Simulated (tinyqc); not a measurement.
Thresholds of impact ionisation and Auger recombination from band masses: sweeps and comparisons. A value that a table varies takes the place of the one given here.

Parabolic bands, no phonon. At threshold the three slow carriers share one velocity. With M their total mass and m4 the mass of the fast carrier, the fast carrier has the kinetic energy E_T = G M/(M - m4) and the slow ones together E_a = G m4/(M - m4), the activation energy of the Auger rate. CCCH (fast electron): G = Eg, M = 2 me + mh, m4 = me. CHHS (hole into the split-off band): G = Eg - Dso, M = 2 mh + me, m4 = ms; this form holds for Eg > Dso (below, the process needs about Dso - Eg and is marked by a dash). CHHL (hole into the light band): G = Eg, M = 2 mh + me, m4 = ml. CHHH (fast heavy hole): G = Eg, M = 2 mh + me, m4 = mh.

Non-parabolic fast electron: E (1 + alpha E) = c k^2/me with alpha = (1 - me)^2/Eg; the slow carriers stay parabolic, so E_T = Eg + me E_T (1 + alpha E_T)/M, M = 2 me + mh (the root between Eg and 1.9 Eg).

Constants: kB = 8.617333262e-05 eV/K; hc = 1239.841984 eV nm.

Values chosen for the exercise (near those of InAs, gap at low temperature and not tied to T; not measured data):
```
symbol  value   unit  meaning
Eg      0.405   eV    gap at Gamma to the s-like level
Dso     0.389   eV    spin-orbit splitting
me      0.026   m0    electron mass at Gamma
mh      0.42    m0    heavy-hole mass
ms      0.143   m0    split-off mass
ml      0.0271  m0    light-hole mass
T       250     K     temperature
```

## The gap of an alloy series

Eg is varied with me and ml proportional to it; mh, ms and Dso are kept. E_a of three processes; wavelength hc/Eg.

Results:
```
Eg (eV)  wavelength (micrometre)      me  CCCH (meV)  CCCH non-parabolic (meV)  CHHS (meV)  CHHL (meV)  log10 exp(-E_a/kT), non-parabolic
0.122                      10.16  0.0078         2.2                       4.6           -         1.2                              -0.09
0.202                       6.14  0.0130         6.1                      12.7           -         3.3                              -0.26
0.304                       4.08  0.0195        13.5                      29.1           -         7.4                              -0.59
0.405                       3.06  0.0260        23.6                      52.1         3.2        13.1                              -1.05
0.506                       2.45  0.0325        36.3                      82.3        22.9        20.4                              -1.66
0.648                       1.91  0.0416        58.4                     137.1        50.1        33.5                              -2.76
0.810                       1.53  0.0520        89.2                     218.6        80.4        52.4                              -4.41
```

What does this show, and why?

E_a of CCCH goes nearly as Eg^2 (power 1.95 over the table), as both G and me grow; the non-parabolic value goes with the power 2.04, and its Boltzmann factor spans 4.3 decades; rows with E_a far above kT are formal, since phonon-assisted processes and side valleys rule there. CHHS is resonant at Eg = Dso = 0.389 eV, with no activation, and is the easiest process near there; it has the lowest E_a of the parabolic values for Eg = 0.405 eV.

## The mass ratio

mu = me/mh is varied; thresholds in units of Eg for ionisation started by an electron, (1 + 2 mu)/(1 + mu), and by a heavy hole, (2 + mu)/(1 + mu).

Results:
```
mu     electron (Eg)  hole (Eg)  electron (eV)  hole (eV)
0.035         1.0338     1.9662          0.419      0.796
0.037         1.0357     1.9643          0.419      0.796
0.062         1.0584     1.9416          0.429      0.786
0.180         1.1525     1.8475          0.467      0.748
0.220         1.1803     1.8197          0.478      0.737
0.450         1.3103     1.6897          0.531      0.684
1.000         1.5000     1.5000          0.608      0.608
```

How do the results move?

The two thresholds add up to 3 Eg in every row and are equal, 3/2 Eg, at mu = 1. The lighter carrier has the lower threshold; in the first row the two differ by 0.378 eV, which would favour one carrier in avalanche multiplication. Real ionisation rates depend on the whole band structure and can be nearly equal although the edge masses differ.

## What each parameter does

Activation energies. Each row changes one parameter from the base and keeps the others.

Results:
```
case             CCCH (meV)  CCCH non-parabolic (meV)  CHHL (meV)
base                  23.61                     52.15       13.08
Eg = 0.3645 eV        21.25                     46.93       11.77
Dso = 0.3501 eV       23.61                     52.15       13.08
me = 0.0234 m0        21.37                     46.73       13.12
mh = 0.378 m0         26.06                     58.44       14.54
ms = 0.1287 m0        23.61                     52.15       13.08
ml = 0.0298 m0        23.61                     52.15       14.43
```

How do the results move?

The largest shifts from the base row, up to three for each result and ties (the steps differ in size, so this ranks the rows, not the parameters). CCCH (meV): mh +2.45, Eg -2.36, me -2.24; unchanged at the printed digits by Dso, ms and ml. CCCH non-parabolic (meV): mh +6.29, me -5.41, Eg -5.21; unchanged at the printed digits by Dso, ms and ml. CHHL (meV): mh +1.46, ml +1.35, Eg -1.31; unchanged at the printed digits by Dso and ms.

(tinyqc, `OMP_NUM_THREADS=1 python tinyqc.py 1881171 1881172 out.jsonl`, Intel(R) Xeon(R) Processor @ 2.30GHz, 1 thread, shared host, about 0.01 s.)
